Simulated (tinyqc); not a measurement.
Plane-wave Kohn-Sham cycle with exchange-only LDA in a layered model solid, step by step. One step of it, computed by the program tinyqc.

Problem. Iteration 1: potential. V_H(G) = 4 pi rho(G)/G^2 for G != 0 (uniform background); v_x = -(3 rho/pi)^(1/3); V = V_ext + V_H + v_x; Fourier components f(G_m) = (1/N) sum_j f(x_j) exp(-i G_m x_j).

A solid whose potential varies along x alone (atomic units):
```
parameter                      value
period a                   10.600000
cross-section of the cell  16.000000
electrons per cell                 2
grid points                       16
plane waves -n..n, n               3
k points                           1
V1 in V1 cos(2 pi x/a)     -0.150000
```

density at the start, on the grid x_j = j a/N (e/bohr^3): [0.01179245, 0.01179245, 0.01179245, 0.01179245, 0.01179245, 0.01179245, 0.01179245, 0.01179245, 0.01179245, 0.01179245, 0.01179245, 0.01179245, 0.01179245, 0.01179245, 0.01179245, 0.01179245]

Give: Potentials on the grid; V(G_m), m = 0, 1, 2, ....

Solution.

Potentials on the grid (hartree):
```
x       V_ext    V_H     v_x       V
0.000  -0.150  0.000  -0.224  -0.374
0.662  -0.139  0.000  -0.224  -0.363
1.325  -0.106  0.000  -0.224  -0.330
1.988  -0.057  0.000  -0.224  -0.282
2.650       0  0.000  -0.224  -0.224
3.312   0.057  0.000  -0.224  -0.167
3.975   0.106  0.000  -0.224  -0.118
4.638   0.139  0.000  -0.224  -0.086
5.300   0.150  0.000  -0.224  -0.074
5.963   0.139  0.000  -0.224  -0.086
6.625   0.106  0.000  -0.224  -0.118
7.287   0.057  0.000  -0.224  -0.167
7.950       0  0.000  -0.224  -0.224
8.613  -0.057  0.000  -0.224  -0.282
9.275  -0.106  0.000  -0.224  -0.330
9.938  -0.139  0.000  -0.224  -0.363
```

V(G_m), m = 0, 1, 2, ... (hartree): [-0.224, -0.075, 0.000, 0.000, 0.000, 0.000, 0.000]
